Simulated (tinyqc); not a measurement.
# Energy and delay of logic against supply voltage: effects of single changes

One expression serves below and above threshold: I(Vg) = Ik [ln(1 + exp((Vg - VT + dd V)/(al nf Vt)))]^al, with I_on = I(V) and I_off = I(0). Gate delay td = kd C V/I_on, clock period LD td. Per gate and cycle the switching energy is act C V^2 and the leakage energy I_off V LD td. No short-circuit current, no variation. Minima are sought above 0.09 V; below a few Vt gates no longer switch and the model has no meaning.

Parameters, values chosen for the exercise; values of the order met in logic technologies:
```
symbol  value  unit                               meaning
T         250     K                           temperature
VT       0.35     V  threshold voltage at zero drain bias
nf       1.25                                slope factor
dd        0.1         barrier lowering per volt of supply
Ik       0.32    uA            specific current of a gate
al       1.37                 exponent of the current law
C         2.5    fF            load capacitance of a gate
kd        1.1                                delay factor
LD         16                                 logic depth
act      0.01                             activity factor
```

Constants: q = 1.602176634e-19 C, kB = 1.380649e-23 J/K, Vt = kB T/q. Results are converted to the units shown.

Each table varies one quantity; the others keep the values above.

## Energy and delay against supply voltage

EDP = energy times td.

Results:

| V (V) | I_on (uA) | I_off (nA) | td (ps) | switching (aJ) | leakage (aJ) | energy (aJ) | EDP (fJ ps) |
|---|---|---|---|---|---|---|---|
| 0.15 | 3.308e-4 | 0.001266 | 1.247e6 | 0.5625 | 3.789 | 4.351 | 5425 |
| 0.27 | 0.03853 | 0.001977 | 1.927e4 | 1.823 | 0.1646 | 1.987 | 38.29 |
| 0.38 | 0.8215 | 0.002974 | 1272 | 3.610 | 0.02300 | 3.633 | 4.621 |
| 0.62 | 6.492 | 0.007251 | 262.6 | 9.610 | 0.01889 | 9.629 | 2.529 |
| 0.73 | 9.938 | 0.01091 | 202.0 | 13.32 | 0.02574 | 13.35 | 2.696 |
| 0.85 | 14.11 | 0.01703 | 165.7 | 18.06 | 0.03837 | 18.10 | 2.999 |
| 0.97 | 18.64 | 0.02658 | 143.1 | 23.52 | 0.05904 | 23.58 | 3.374 |
| 1.08 | 23.08 | 0.03999 | 128.7 | 29.16 | 0.08891 | 29.25 | 3.763 |
| 1.2 | 28.20 | 0.06242 | 117.0 | 36.00 | 0.1402 | 36.14 | 4.229 |

Estimate the missing row, V = 0.5 V.

Computed row:

| V (V) | I_on (uA) | I_off (nA) | td (ps) | switching (aJ) | leakage (aJ) | energy (aJ) | EDP (fJ ps) |
|---|---|---|---|---|---|---|---|
| 0.5 | 3.246 | 0.004644 | 423.6 | 6.250 | 0.01574 | 6.266 | 2.654 |

With this row back in the table: td falls from 1.25e6 to 117 ps; the energy goes from 4.35 through a minimum of 1.99 (at V = 0.27 V among the rows listed) to 36.1 aJ and the EDP goes from 5420 through a minimum of 2.53 (at V = 0.62 V among the rows listed) to 4.23 fJ ps. The exact minima lie at V = 0.234 V for the energy and 0.586 V for the EDP. Going from 1.2 V to the energy minimum saves a factor of 20.1 in energy and costs a factor of 572 in delay. Below the minimum the leakage energy rises faster than the switching energy falls, because the clock period grows so steeply.

## Optimum supplies against the logic depth

Same model as above.

V_min minimises the energy and V_EDP the product of energy and td.

Optimum supplies against the logic depth:

| LD | V_min (V) | energy at V_min (aJ) | leakage share (%) | clock at V_min (MHz) | V_EDP (V) | clock at V_EDP (GHz) |
|---|---|---|---|---|---|---|
| 5 | 0.1960 | 1.332 | 27.87 | 0.7933 | 0.5855 | 0.6829 |
| 8 | 0.2114 | 1.511 | 26.05 | 0.8543 | 0.5856 | 0.4269 |
| 12 | 0.2245 | 1.675 | 24.79 | 0.9028 | 0.5856 | 0.2847 |
| 20 | 0.2407 | 1.895 | 23.56 | 0.9558 | 0.5858 | 0.1709 |
| 30 | 0.2534 | 2.082 | 22.88 | 0.9888 | 0.5859 | 0.1140 |
| 50 | 0.2693 | 2.337 | 22.41 | 1.014 | 0.5863 | 0.06847 |
| 80 | 0.2839 | 2.596 | 22.40 | 1.016 | 0.5868 | 0.04287 |
| 150 | 0.3034 | 2.994 | 23.15 | 0.9797 | 0.5879 | 0.02295 |

As LD goes from 5 to 150, V_min rises from 0.196 to 0.303 V, the energy there rises from 1.33 to 2.99 aJ, the clock there goes from 0.793 through a maximum of 1.02 (at LD = 80 among the rows listed) to 0.980 MHz and V_EDP stays near 0.586 V. act and LD enter V_min only through the ratio act/LD.

Program tinyqc, `OMP_NUM_THREADS=1 python tinyqc.py 2082053 2082054 out.jsonl`; Intel Xeon 2.30GHz, shared host, one thread, about 0.01 s.
